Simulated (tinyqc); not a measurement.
Inside a calculation. Model: Rutherford backscattering from a thin compound film on silicon: kinematics, yields, composition and thickness. Computed by tinyqc, a small Python program that keeps every step. Command: `OMP_NUM_THREADS=1 python tinyqc.py 3014569 3014570 out.jsonl rbs walk`. One thread of a shared host (Intel(R) Xeon(R) Processor @ 2.30GHz), about 0.01 s of CPU time with the checks. Intermediate numbers are printed to about 6 digits and carried at full precision; extremes and crossings named in words are read from the listed rows.

Singly charged helium ions (Z1 = 2, M1 = 4.0026 u) enter at the tilt angle a1 to the normal and leave at a2 = |180 - theta - tilt| in the same plane. The film is A B_x.

Inputs (values chosen for the exercise, modelled on a helium beam on WSi2):
```
quantity,value,unit
beam energy E0,1.8,MeV
scattering angle theta,160,degrees
tilt of the sample,0,degrees
heavy element: Z_A,74,-
heavy element: mass M_A,183.8,u
heavy element: stopping eps_A at 2 MeV,115,1e-15 eV cm^2
light element: Z_B,14,-
light element: mass M_B,28.09,u
light element: stopping eps_B at 2 MeV,50.9,1e-15 eV cm^2
"atoms of B per atom of A, x",2.25,-
atomic density of the film,74.7,1/nm^3
film thickness d,55,nm
collected charge,39,microcoulomb
detector solid angle,3.8,msr
detector resolution (FWHM),14,keV
```

Constants: e^2/(4 pi eps_0) = 14.39964548 eV angstrom; e = 1.602176634e-19 C.

## Kinematics

Kinematic factor K = [(sqrt(M^2 - M1^2 sin^2 theta) + M1 cos theta)/(M + M1)]^2. Surface edges lie at K E0; substrate silicon has M = 28.09 u. Mass resolution at M_A = resolution/(E0 dK/dM).

kinematic factors: A 0.918976, B 0.573111, Si 0.573111

surface edges (keV): A 1654.16, B 1031.60, Si 1031.60

mass resolution at M_A = 18.4046 u

K flattens for heavy targets, so masses within 18.4 u of A cannot be told apart.

## Peak widths (surface approximation)

Stopping per atom eps(E) = eps(2 MeV) (E/2 MeV)^(-0.4) (a law chosen for the exercise); Bragg rule eps_film = (eps_A + x eps_B)/(1 + x); areal density N d, with 1/nm^2 = 0.1 x 1e15/cm^2. Width of the signal of element i: [K_i eps(E0)/cos a1 + eps(K_i E0)/cos a2] N d; depth resolution = resolution x d/width of A; energy lost on the way in = eps(E0) N d/cos a1.

areal density N d = 410.85 1e15 atoms/cm^2

film stopping at E0 = 73.6630 1e-15 eV cm^2

widths (keV): A 61.1262, B 57.5843

depth resolution = 12.5969 nm

energy lost on the way in = 30.2645 keV

The signal of A spans 4.4 resolution widths, so its width measures the thickness. Caution: the silicon signal of the film merges with that of the substrate, so only the width of A can be read directly.

## Yields

Rutherford cross section in the laboratory frame: sigma = (Z1 Z e^2/(4 pi eps_0 4E))^2 (4/sin^4 theta) (r + cos theta)^2/r, r = sqrt(1 - (M1 sin theta/M)^2), times the screening factor 1 - 0.049 Z1 Z^(4/3)/E (E in keV); 1 angstrom^2 = 1e8 barn. Counts = (charge/e) x solid angle x sigma(E_mean) x areal density of the element/cos a1, E_mean = E0 - half the energy lost on the way in; 1 barn = 1e-24 cm^2. The ratio of areas returns x = (Y_B/Y_A)(sigma_A/sigma_B), with the counting error sqrt(1/Y_A + 1/Y_B).

cross sections (barn/sr): A 9.30314, B 0.32562

counts: A 1.08785e+06, B 8.56698e+04

ratio of areas Y_B/Y_A = 0.0787519

counting error of x without background = 0.354852 %

The cross sections differ by 28.6, near (Z_A/Z_B)^2 = 27.9. The silicon signal of the film runs into that of the substrate and appears as a step, not a peak. Caution: film and substrate silicon overlap, so Y_B must be separated by a fit.

## Surface approximation against the full path

Surface approximation as above. Full path: dE/ds = -eps(E) integrates to E^1.4 = E(start)^1.4 - 1.4 eps(2 MeV) 2000^0.4 s (keV), applied in (s = N d/cos a1), then K, then out (s = N d/cos a2); width = K E0 - exit energy. The last column is the error in thickness if the full width is read with the surface formula.

Widths (keV):
```
d (nm),"A, surface","A, full","B, full",error (%)
5,5.557,5.561,5.240,0.06732
10,11.114,11.129,10.491,0.13492
20,22.228,22.288,21.026,0.27094
50,55.569,55.950,52.898,0.68579
100,111.139,112.696,106.965,1.40102
150,166.708,170.289,162.329,2.14835
200,222.277,228.792,219.141,2.93080
300,333.416,348.805,337.915,4.61571
```

The error grows roughly in proportion to thickness, from 0.07 % to 4.6 %, because the ion slows and the stopping rises along the path. The signals of A and B would overlap once the width of A exceeds the gap between the edges, 623 keV.

Checks made by the program: kinematic factor against energy and momentum conservation (relative difference below 1e-10).
